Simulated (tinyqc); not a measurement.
From results back to parameters: direct gap of a germanium-like layer under biaxial tension. Three cases, with inputs chosen for the exercise.

Problem. A (001) layer under biaxial tension e_par has ezz = -2 (C12/C11) e_par, Ec = Eg + ac tr(e), E(HH) = -P - Q and E(LH) = -P + (Q - Dso + sqrt(Dso^2 + 2 Dso Q + 9 Q^2))/2 with P = -av tr(e), Q = -b (e_par - ezz). The transition from the light-hole edge is given.

Case 1.

Values chosen (near those of Ge, gaps at low temperature; the results hold for these values, not for the real material): Eg = 0.904 eV (gap at Gamma to the s-like level); Dso = 0.295 eV (spin-orbit splitting); ac = -8.14 eV (conduction deformation potential); av = 1.23 eV (valence hydrostatic potential); b = -2.53 eV (tetragonal shear potential); C11 = 130.4 GPa; C12 = 47.5 GPa.

Ec - E(LH) = 0.836906 eV

Case 2.

Values chosen (near those of Ge, gaps at low temperature; the results hold for these values, not for the real material): Eg = 0.903 eV (gap at Gamma to the s-like level); Dso = 0.289 eV (spin-orbit splitting); ac = -8.3 eV (conduction deformation potential); av = 1.25 eV (valence hydrostatic potential); b = -2.52 eV (tetragonal shear potential); C11 = 128.6 GPa; C12 = 49.3 GPa.

Ec - E(LH) = 0.662423 eV

Case 3.

Values chosen (near those of Ge, gaps at low temperature; the results hold for these values, not for the real material): Eg = 0.883 eV (gap at Gamma to the s-like level); Dso = 0.287 eV (spin-orbit splitting); ac = -8.18 eV (conduction deformation potential); av = 1.25 eV (valence hydrostatic potential); b = -2.54 eV (tetragonal shear potential); C11 = 126.3 GPa; C12 = 49.3 GPa.

Ec - E(LH) = 0.663188 eV

Find: e_par; Ec - E(HH).

Solution. Ec - E(LH) falls steadily with tension, so bisection between 0 and 4 % gives the only root; then Ec - E(HH) = Eg + (ac - av) tr(e) + Q.

Case 1.

e_par = 0.400 %
Ec - E(HH) = 0.8738 eV

Case 2.

e_par = 1.360 %
Ec - E(HH) = 0.8034 eV

Case 3.

e_par = 1.260 %
Ec - E(HH) = 0.7951 eV

Computed by tinyqc, one run a case: `OMP_NUM_THREADS=1 python tinyqc.py N N+1 out.jsonl` with N = 1051565, 1051596, 1080009; one thread of a shared Intel(R) Xeon(R) Processor @ 2.30GHz, about 0.01 s a run at most.
